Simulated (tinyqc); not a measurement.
Worked calculation: UKS/PBE in the sto-3g basis, for BeH, spin multiplicity 2. One step of it, computed by the program tinyqc.

Question. Iteration 2: DIIS coefficients. Solve [B -1; -1 0][c; lambda] = [0; -1] for the coefficients, which sum to one.

B (overlaps of the stored error matrices):
```
,1,2
1,2.0261685e-02,2.4335564e-04
2,2.4335564e-04,9.3630232e-05
```

Give: DIIS coefficients.

Answer.

DIIS coefficients: -0.0075  1.0075
